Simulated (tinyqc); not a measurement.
One anharmonic mode: perturbation theory, self-consistent phonons and exact levels: one step, computed by the program tinyqc.

V(x) = k x^2/2 + b x^4 for one coordinate x of mass M. A constant K > 0 gives hbar Omega = sqrt((hbar^2/u) K/M) with K in eV/angstrom^2 and M in u.

Question. Hamiltonian in a small basis. Basis: oscillator states n of the constant |k|, with x = s (a + a+), s^2 = hbar Omega/(2|k|); H = hbar Omega (n + 1/2) + (k - |k|) x^2/2 + b x^4, with exact matrix elements of x^2 and x^4.

Inputs (values chosen for the exercise, for a model mode):
```
quantity                          value           unit
mode mass M                        25.7              u
harmonic constant k                5.24  eV/angstrom^2
quartic constant b                 6.94  eV/angstrom^4
basis size N of the small matrix      7              -
```

Shape: single well.

Constants: hbar^2/u = 4.18015928e-03 eV angstrom^2.

Give: H.

Answer.

H (meV):
```
      1     2     3      4      5      6      7
1  14.8   0.0   0.5    0.0    0.3    0.0    0.0
2   0.0  44.6   0.0    1.3    0.0    0.6    0.0
3   0.5   0.0  75.1    0.0    2.6    0.0    1.0
4   0.0   1.3   0.0  106.2    0.0    4.3    0.0
5   0.3   0.0   2.6    0.0  138.0    0.0    6.5
6   0.0   0.6   0.0    4.3    0.0  170.4    0.0
7   0.0   0.0   1.0    0.0    6.5    0.0  203.5
```
